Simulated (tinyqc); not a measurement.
Sharpness of the interface: valley splitting of a silicon quantum well in envelope theory.

The well lies at 0 < z < L; U(z) = V0 [1/(1 + exp(z/w)) + 1/(1 + exp((L - z)/w))] - e F z, 1 mV/nm = 1e-4 eV/angstrom. The envelope psi solves -(c/ml) psi'' + U psi = E psi, c = hbar^2/2m0, by three-point differences on a grid of 0.1 angstrom from -40 to L + 40 angstrom. The two valleys at +/- k0 couple through D = C0 times the integral of exp(-i q z) U(z) psi^2, q = 2 k0 (2 pi/a), and split by Ev = 2|D|.

Random alloy: with Y(z) = Yw + (Yb - Yw) B(z), B the bracket in U, and in-plane density exp(-r^2/ad^2)/(pi ad^2), D gains a random complex part of variance sigma^2 = (C0^2/pi)(a^2 V0/(8 ad (Yb - Yw)))^2 (4/a) times the integral of psi^4 Y (1 - Y). Alone it gives a mean splitting sqrt(pi) sigma; together with the smooth part the rms splitting is 2 sqrt(|D|^2 + sigma^2).

Constants: hbar^2/2m0 = 3.80998211 eV angstrom^2.

Inputs chosen for the exercise (near those of a strained Si well in SiGe; shifted at random, so the results belong to these values and not to a real crystal): L = 30 angstrom (well width); V0 = 0.15 eV (conduction offset); ml = 0.898 m0 (mass along z); F = 4.4 mV/nm (field pressing towards the upper interface); k0 = 0.839 2 pi/a (valley position); a = 5.431 angstrom (lattice constant); C0 = 0.236 (Bloch overlap factor); Yb = 0.21 (Ge share of the barrier); Yw = 0 (Ge share of the well); ad = 100 angstrom (dot radius); ws = (0.4, 0.7, 0.8, 1.4, 2.2, 3, 4.3) angstrom (interface widths).

The smooth part 2|D| and the disorder part against w, beside y/sinh(y) with y = pi q w. The 12 to 88 % width of the step is 4w.

Results:
```
w (angstrom)  4w (angstrom)  2|D| (micro-eV)  y/sinh(y)  sqrt(pi) sigma (micro-eV)
0.4                     1.6           111.91       0.43                       33.5
0.7                     2.8            15.73       0.12                       37.6
0.8                     3.2             8.39      0.074                       39.3
1.4                     5.6             1.39     0.0033                       52.8
2.2                     8.8             0.04    4.0e-05                       77.6
3.0                    12.0             0.00    4.1e-07                      106.6
4.3                    17.2             0.00    2.1e-10                      153.0
```

The smooth part needs a Fourier component of U psi^2 at a wavelength of 3.24 angstrom; from the first row to the third it falls by a factor 13.3, while y/sinh(y) falls by 5.78 (the envelope near the step and the phase between the two interfaces change too). The disorder part goes from 33.5 to 153.0 micro-eV, growing as the electron overlaps more alloy. It takes over between w = 0.4 and 0.7 angstrom, that is a step 1.6 to 2.8 angstrom wide, with 1.36 angstrom to an atomic layer.

Computed by tinyqc, a small Python program: `OMP_NUM_THREADS=1 python tinyqc.py 1250404 1250405 out.jsonl` (the numbers bound the seed that draws the inputs); one thread of a shared host (Intel(R) Xeon(R) Processor @ 2.30GHz), about 0.05 s for the whole set of steps.
